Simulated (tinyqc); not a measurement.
# Worked calculation: capacitance measurement on a leaky thin oxide: effects of series resistance and leakage

tinyqc, about 0.01 s, one thread, Intel Xeon 2.30GHz (shared host): `OMP_NUM_THREADS=1 python tinyqc.py 2022029 2022030 out.jsonl` Printed values are rounded.

The device is a capacitance C in parallel with a leakage conductance G, in series with Rs and Ls. An impedance meter reports either a parallel pair (Cp, Gp) from Y = 1/Z = Gp + i w Cp or a series pair (Cs, Rm) from Z = Rm + 1/(i w Cs); w = 2 pi f, dissipation D = Gp/(w |Cp|).

Parameters, values chosen for the exercise; values of the order met in thin-oxide MOS capacitors: relative permittivity of the gate insulator (close to silicon dioxide) eox = 3.9; insulator thickness tox = 1 nm; gate area A = 400 um^2; oxide-equivalent thickness added by the accumulation layer zc = 0.4 nm; oxide-equivalent thickness added by gate depletion zp = 0 nm; gate leakage current density, not matched to the thickness Jg = 0.54 A/cm^2; voltage for an e-fold rise of the leakage Vs = 0.37 V; series resistance Rs = 21 ohm; series inductance Ls = 0 nH; measuring frequency f = 2e5 Hz.

Constants: eps0 = 8.8541878128e-14 F/cm where lengths are in cm. Results are converted to the units shown.

## True capacitance and conductance

EOT = 3.9 tox/eox; CET = EOT + zc + zp; C = 3.9 eps0 A/CET; G = Jg A/Vs.

EOT = 1 nm
CET = 1.4 nm
C = 9.866095 pF
G = 5.837838 uS

## What the meter reports

Z = Rs + i w Ls + 1/(G + i w C).

Z = (3.110752-6.601995i) x 1e4 ohm
Cp = 9.863676 pF
Gp = 5.840349 uS
Cs = 12.05355 pF
D = 0.4711836

Cp is 0.025 % below C and Cs is 22 % above it; G Rs = 1.23e-4, w C Rs = 2.60e-4 and G/(w C) = 0.471.
